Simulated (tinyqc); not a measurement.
Six-transistor SRAM cell, nodal equations and margins: two steps of the calculation.

Two cross-coupled inverters (pull-down bn, pull-up bp) hold the nodes Q and QB; access transistors (ba, threshold VTn, gate on the word line at Vdd when selected) join them to the bit lines. Transistor (EKV form, voltages against the body): I = 2 n b Vt^2 [F(vp - Vs) - F(vp - Vd)] from drain to source, F(v) = ln^2(1 + exp(v/(2 Vt))), vp = (Vg - VT + sg |Vd - Vs|)/n. n-channel bodies are at 0; for the p-channel device all voltages are counted down from Vdd. b in uA/V^2 gives I in uA. For an access transistor the bit line is the drain and the node the source. In a read both bit lines are at Vdd. The cell is symmetric (no mismatch).

Inputs (values chosen for the exercise):
```
symbol,value,unit,meaning
T,400,K,temperature
Vdd,0.75,V,supply voltage
n,1.16,,slope factor
sg,0.063,,drain-induced barrier lowering
VTn,0.38,V,n-channel threshold
VTp,0.34,V,p-channel threshold (magnitude)
bn,200,uA/V^2,gain factor of the pull-down transistor
ba,100,uA/V^2,gain factor of the access transistor
bp,120,uA/V^2,gain factor of the pull-up transistor
```

Constants: q = 1.602176634e-19 C, kB = 1.380649e-23 J/K, Vt = kB T/q. Results are converted to the units shown.

Question 1. Node voltages in a read by Newton steps. F1 = In(gate QB, drain Q) - Ip(gate QB, drain Q) - Ia(bit line, Q), F2 the same with Q and QB exchanged; J by central differences with +/- 1e-6 V; solve J d = -F, limit each component to +/- 0.15 V and add.

(Q, QB) at the start (V): Q 0.00000000, QB 0.75000000

Give: F1, F2; J; (Q, QB) after iteration 1.

Answer 1.

F1, F2 (uA): [-7.520, 0.000]

J (uS):

|  | Q | QB |
|---|---|---|
| F1 | 117.2 | 0.0 |
| F2 | 0.0 | 49.0 |

(Q, QB) after iteration 1 (V): Q 0.0641, QB 0.7500

Question 2. The largest square in the read butterfly. f(x) is the node voltage of one half-cell in a read for input x (In - Ip - Ia = 0). Static noise margin: side of the largest square between the curve (x, f(x)) and its mirror image (f(y), y); with h(c) the root x of f(x) - x = c, it is the maximum over c > 0 of h(c) - h(-c) + c.

| point | c (V) |
|---|---|
| 0 | 0.11 |
| 1 | 0.19 |
| 2 | 0.27 |
| 3 | 0.32 |
| 4 | 0.38 |
| 5 | 0.42 |
| 6 | 0.46 |

Wanted: h(c); h(-c); side.

Answer 2.

| point | h(c) (V) | h(-c) (V) | side (V) |
|---|---|---|---|
| 0 | 0.37253 | 0.40832 | 0.07421 |
| 1 | 0.36729 | 0.43961 | 0.11768 |
| 2 | 0.36051 | 0.47676 | 0.15375 |
| 3 | 0.35278 | 0.50174 | 0.17104 |
| 4 | 0.33402 | 0.53370 | 0.18032 |
| 5 | 0.31233 | 0.55676 | 0.17558 |
| 6 | 0.28271 | 0.58168 | 0.16103 |

The maximum over c is 180.3 mV, the read margin; with the word line off (no Ia) the same construction gives 296.0 mV.

Computed by the program tinyqc: `OMP_NUM_THREADS=1 python tinyqc.py 2340071 2340072 out.jsonl`, one thread of a shared Intel Xeon 2.30GHz, about 0.1 s for the whole run.
